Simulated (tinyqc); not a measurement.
Schottky barrier on an n-type semiconductor with a doping step, non-linear Poisson equation by Newton steps: course of the Newton iteration.

One dimension, metal at x = 0, donor density C(x) = N1 for x < x1 and Nd beyond. Energies are counted from the electron Fermi level of the semiconductor and the conduction-band edge is Ec = -psi, so n = Nc exp(psi/Vt); holes follow the Fermi level of the metal, at -V, so p = Nv exp((V - psi - Eg)/Vt). Ends: psi(0) = V - phiB and psi = Vt ln(Nd/Nc) deep inside. Boltzmann statistics, full ionisation, no current, no image force in the Poisson equation.

a_i = eps0 eps_r/h_i for the interval from node i to i + 1, with h_i = x_(i+1) - x_i in cm.

Start: A straight line in x from psi_0 = V - phiB to psi_b = Vt ln(Nd/Nc).

n_i = Nc exp(psi_i/Vt), p_i = Nv exp((V - psi_i - Eg)/Vt), rho_i = p_i - n_i + C_i, g_i = (n_i + p_i)/Vt. Box widths w_i = (h_(i-1) + h_i)/2 in cm. Residual F_i = a_i (psi_(i+1) - psi_i) - a_(i-1) (psi_i - psi_(i-1)) + q rho_i w_i; Jacobian: a_(i-1) and a_i beside the diagonal, b_i = -a_(i-1) - a_i - q g_i w_i on it. The two end nodes are fixed.

Solve the tridiagonal system a_(i-1) d_(i-1) + b_i d_i + a_i d_(i+1) = -F_i for nodes 1 to 10, with d = 0 on fixed nodes. Half of the step is added while the largest |d| exceeds 1.5 Vt, the full step after that.

Stop when the largest undamped |d| is below 1e-9 V, or after 80 iterations.

Values chosen for this exercise; band and dielectric values close to those of In0.53Ga0.47As:
- T = 350 K (temperature)
- Eg = 0.736 eV (band gap)
- eps_r = 14 (relative permittivity)
- Nc = 2.61e17 cm^-3 (conduction-band density of states at T)
- Nv = 9.55e18 cm^-3 (valence-band density of states at T)
- Nd = 4.5e16 cm^-3 (donor density deep in the semiconductor)
- phiB = 0.49 eV (barrier height)
- V = -4.5 V (bias of the metal against the semiconductor)
- x1 = 240 nm (depth of the doping step)
- N1 = 4.5e15 cm^-3 (donor density above the step)

Constants: q = 1.602176634e-19 C, kB = 1.380649e-23 J/K, Vt = kB T/q, eps0 = 8.8541878128e-14 F/cm where lengths are in cm. Results are converted to the units shown.

```
node,x (nm),donor density C (cm^-3)
0,0,4.5e15
1,30,4.5e15
2,66.5,4.5e15
3,111,4.5e15
4,165,4.5e15
5,231,4.5e15
6,311,4.5e16
7,408,4.5e16
8,526,4.5e16
9,670,4.5e16
10,845,4.5e16
11,1060,4.5e16
```

Course of the iteration:
```
iteration,largest |F| (C/cm^2),largest |d| (V),at node
1,1.41e-7,7.22,8
2,4.30e16,0.192,6
3,2.61e16,0.0846,6
4,1.58e16,0.0308,6
5,5.81e15,0.0302,9
6,2.14e15,0.0302,9
7,7.87e14,0.0302,9
8,2.89e14,0.0302,9
9,1.06e14,0.0302,9
...,...,...,...
53,8.24e-6,0.0298,9
54,3.00e-6,0.0292,9
55,1.08e-6,0.0274,9
56,3.68e-7,0.0231,9
57,1.10e-7,0.0147,9
58,2.24e-8,4.79e-3,9
59,1.63e-9,4.07e-4,9
60,1.05e-11,2.67e-6,9
61,4.48e-16,1.13e-10,9
```

Did this iteration meet its convergence test, and what does its course show?

Yes. Converged in 61 iterations. Once the step is below 0.1 Vt, 2 more iteration(s) reach the threshold: near the solution the error is roughly squared each time.

Numbers from tinyqc (`OMP_NUM_THREADS=1 python tinyqc.py 2020045 2020046 out.jsonl`; about 0.09 s on one thread of a shared Intel Xeon 2.30GHz).
